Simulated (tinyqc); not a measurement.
# From distance from the band edge back to impurity potential U

Model: Koster-Slater impurity in a tight-binding band, by Green functions and by supercells. Computed by tinyqc, a small Python program. Command: `OMP_NUM_THREADS=1 python tinyqc.py 3026527 3026528 out.jsonl kosterslater inv`. One thread of a shared host (Intel(R) Xeon(R) Processor @ 2.30GHz), about 0.03 s of CPU time with the checks.

One orbital per site, e(k) = -2 t sum cos(k_i) over 2 direction(s), band from -4 t to 4 t, lattice constant 1. One site has the extra energy U. Spin is left out.

Inputs (values chosen for the exercise, for a model band): hopping t = 1.6 eV.

Lattice: square.

Method:
- Outside the band G0(E) = (2/(pi E)) K(m), m = 16 t^2/E^2, K the complete elliptic integral with parameter m.
- A bound state solves 1/U = G0(E).
- Bisection in ln(distance from the edge) between 1e-5 t and |U| + t. Weight on the impurity site: -1/(U^2 dG0/dE), by a central difference with step min(1e-4 t, distance/30). Decay length along an axis: 1/arccosh(1 + distance/(2 t)).

Problem. A run gave the result below. Find the impurity potential U, known to lie between 2.5 and 5.7 eV.

distance from the band edge = 0.6022002 eV

Solution.

Each step takes the trial c = (a f_b - b f_a)/(f_b - f_a), f being the result less the target and a, b, c the logarithms of the listed values; c replaces end b, the old b replaces a if the sign of f changed, and otherwise f_a is halved.

Scan of the range:

| impurity potential U (eV) | distance from the band edge (eV) |
|---|---|
| 2.50 | 0.01631 |
| 2.87 | 0.04545 |
| 3.29 | 0.10873 |
| 3.77 | 0.22884 |
| 4.33 | 0.43551 |
| 4.97 | 0.75021 |
| 5.70 | 1.19050 |

False position (Illinois rule, in the logarithm of the input) inside the bracket:

| step | end a | end b | trial | distance from the band edge (eV) |
|---|---|---|---|---|
| 1 | 4.33000 | 4.97000 | 4.65799 | 0.587283 |
| 2 | 4.97000 | 4.65799 | 4.68573 | 0.601064 |
| 3 | 4.97000 | 4.68573 | 4.68990 | 0.603151 |
| 4 | 4.68573 | 4.68990 | 4.68800 | 0.602200 |
| 5 | 4.68990 | 4.68800 | 4.68800 | 0.602200 |

Distance from the band edge rises at every point of a 13-point scan of the range (every second point is shown), so one value fits; it is bracketed by 4.33 and 4.97. Answer: impurity potential U = 4.688 eV.
